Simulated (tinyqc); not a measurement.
# Capacitance measurement on a leaky thin oxide: effects of series resistance and leakage: what changes with what

The device is a capacitance C in parallel with a leakage conductance G, in series with Rs and Ls. An impedance meter reports either a parallel pair (Cp, Gp) from Y = 1/Z = Gp + i w Cp or a series pair (Cs, Rm) from Z = Rm + 1/(i w Cs); w = 2 pi f, dissipation D = Gp/(w |Cp|).

Inputs (values chosen for the exercise); values of the order met in thin-oxide MOS capacitors: relative permittivity of the gate insulator (close to silicon dioxide) eox = 3.9; insulator thickness tox = 2.2 nm; gate area A = 2500 um^2; oxide-equivalent thickness added by the accumulation layer zc = 0.54 nm; oxide-equivalent thickness added by gate depletion zp = 0.38 nm; gate leakage current density, not matched to the thickness Jg = 0.0049 A/cm^2; voltage for an e-fold rise of the leakage Vs = 0.28 V; series resistance Rs = 82 ohm; series inductance Ls = 63 nH; measuring frequency f = 1e5 Hz.

Constants: eps0 = 8.8541878128e-14 F/cm where lengths are in cm. Results are converted to the units shown.

Each table varies one quantity; the others keep the values above.

## Readings against frequency

EOT = 3.9 tox/eox; CET = EOT + zc + zp; C = 3.9 eps0 A/CET; G = Jg A/Vs. Z = Rs + i w Ls + 1/(G + i w C); CET read from Cp = 3.9 eps0 A/Cp; errors under 0.001 % are printed as 0.

The same in every row: C (pF) = 27.67.

Results:
```
f (Hz)	Cp (pF)	Cs (pF)	D	error of Cp (%)	error of Cs (%)	CET read from Cp (nm)
1000	27.67	202.9	2.517	-7.17e-3	633	3.120
3000	27.67	47.14	0.8389	-7.17e-3	70.4	3.120
10000	27.67	29.42	0.2518	-7.18e-3	6.33	3.120
30000	27.67	27.86	0.08431	-7.19e-3	0.704	3.120
1e5	27.67	27.69	0.02659	-7.31e-3	0.0634	3.120
3e5	27.67	27.67	0.01267	-8.38e-3	7.66e-3	3.120
1e6	27.66	27.67	0.01677	-0.0206	7.52e-3	3.121
3e6	27.63	27.69	0.04363	-0.128	0.0620	3.124
3e7	24.42	29.50	0.4560	-11.7	6.60	3.535
```

Estimate the missing row, f = 1e7 Hz.

Computed row:
```
f (Hz)	Cp (pF)	Cs (pF)	D	error of Cp (%)	error of Cs (%)	CET read from Cp (nm)
1e7	27.30	27.86	0.1438	-1.35	0.693	3.163
```

With this row back in the table: D goes from 2.52 through a minimum of 0.0127 (at f = 3e5 Hz among the rows listed) to 0.456; without inductance its minimum lies at f = sqrt(G (1 + G Rs)/Rs)/(2 pi C) = 4.20e5 Hz. The error of Cp goes from -0.00717 to -11.7 % and that of Cs from 633 to 6.60 %; at low frequency Cp tends to C/(1 + G Rs)^2 and Cs grows as 1 + (G/(w C))^2. One of the two readings is within 2 % of C for f = 1000, 3000, 10000, 30000, 1e5, 3e5, 1e6, 3e6, 1e7 Hz. At the highest frequencies Ls raises both readings, by about w^2 Ls C in relative terms. For f = 1000 D exceeds 1, where the accuracy of real meters degrades in proportion to sqrt(1 + D^2).

## Effect of the gate leakage current density, not matched to the thickness

Same model as above.

The same in every row: C (pF) = 27.67.

Effect of the gate leakage current density, not matched to the thickness:
```
Jg (A/cm^2)	Cp (pF)	Cs (pF)	D	error of Cp (%)	error of Cs (%)	CET read from Cp (nm)
1e-5	27.67	27.67	0.001477	0	0	3.120
0.0001	27.67	27.67	0.001939	0	0	3.120
0.001	27.67	27.67	0.006561	-1.60e-3	2.71e-3	3.120
0.02	27.66	27.96	0.1042	-0.0294	1.06	3.121
0.2	27.59	56.86	1.030	-0.292	106	3.129
2	26.87	2947	10.42	-2.87	1.06e4	3.212
30	18.30	6.678e5	191.0	-33.9	2.41e6	4.718
```

As Jg goes from 1e-5 to 30, the error of Cp goes from 0 to -33.9 %, that of Cs from 0 to 2.41e6 %, and D rises from 0.00148 to 191. The CET read from Cp goes from 3.12 to 4.72 nm against the true 3.12 nm. For Jg = 0.2, 2, 30 D exceeds 1, where the accuracy of real meters degrades in proportion to sqrt(1 + D^2).

Computed by the program tinyqc: `OMP_NUM_THREADS=1 python tinyqc.py 2022189 2022190 out.jsonl`, one thread of a shared Intel Xeon 2.30GHz, about 0.01 s for the whole run.
